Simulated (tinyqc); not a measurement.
Inside a calculation: Franz-Keldysh effect at a direct gap. Values are carried at full precision from step to step, so a last printed digit may differ when a step is redone from the rounded ones.

Parabolic bands, vertical transitions, no excitons. For each hole band j: mr = me mj/(me + mj); joint density of states J_j(E) = (mr/c)^(3/2) sqrt(E - Eg)/(2 pi^2), both spins, c = hbar^2/2m0; averaged matrix element |e.p|^2 = m0 Ep/6; alpha_j(E) = 4 pi^2 alpha_f c Ep J_j/(3 nr E) in 1/angstrom (alpha_f the fine-structure constant, listed as alpha among the constants), times 1e8 for 1/cm.

In a field Fd (1 kV/cm = 1e-5 V/angstrom) the electro-optic energy of band j is th = (c (e Fd)^2/mr)^(1/3), and sqrt(E - Eg) in J_j is replaced by pi sqrt(th) [Ai'(b)^2 - b Ai(b)^2] with b = (Eg - E)/th; Ai is the Airy function.

Constants: hbar^2/2m0 = 3.80998211 eV angstrom^2; fine-structure constant alpha = 0.007297352564.

Values chosen for the exercise (near those of GaAs; shifted at random, so the results belong to these values and not to a real crystal):
- Eg = 1.42 eV (direct gap)
- me = 0.0682 m0 (electron mass)
- mhh = 0.509 m0 (heavy-hole mass)
- mlh = 0.0838 m0 (light-hole mass)
- Ep = 25.6 eV (Kane energy)
- nr = 3.55 (refractive index)
- Fd = 210 kV/cm (uniform field)
- E = 1.363 eV (photon energy)
- L = 75 micrometre (length of a waveguide)

## Electro-optic energy and length

For each hole band give mr, th and the length th/(e Fd).

Scales:
```
hole   mr (m0)  th (meV)  length (angstrom)
heavy  0.06014    65.373               31.1
light  0.03760    76.453               36.4
```

The light-hole pair has th larger by a factor 1.169, the cube root of the ratio of reduced masses.

## Airy factors at E

Ai is the Airy function, th the electro-optic energy of each hole band from the table (its other columns are not needed here), b = (Eg - E)/th with th in eV; the factor takes the place of sqrt(E - Eg) in the joint density of states.

Form b, Ai(b), Ai'(b) and the factor pi sqrt(th) [Ai'^2 - b Ai^2] for each band, beside sqrt(E - Eg) (zero below the gap).

Factors:
```
hole        b   Ai(b)   Ai'(b)  factor (eV^(1/2))  without field
heavy  0.8719  0.1568  -0.1766           0.007834         0.0000
light  0.7456  0.1802  -0.1938            0.01159         0.0000
```

## Absorption with and without the field

Put the factors in place of sqrt(E - Eg) in alpha_j and add the bands; a waveguide of length L changes its transmission by 4.343 (alpha(F) - alpha(0)) L dB.

alpha_j in the field (1/cm): heavy 152, light 111

alpha(F) = 264 1/cm
alpha(0) = 0 1/cm
change of loss = 8.59 dB

Below the gap the field opens a tail where this model has no absorption; excitons and band tails absorb within some 10 to 20 meV of a real edge. Excitons, which add a sharp peak at low field, are left out.

## Checks

- Airy factor at b = -40 against the zero-field limit sqrt(-b): 6.33 against 6.32.

(tinyqc, `OMP_NUM_THREADS=1 python tinyqc.py 1681089 1681090 out.jsonl`, Intel(R) Xeon(R) Processor @ 2.30GHz, 1 thread, shared host, about 0.01 s.)
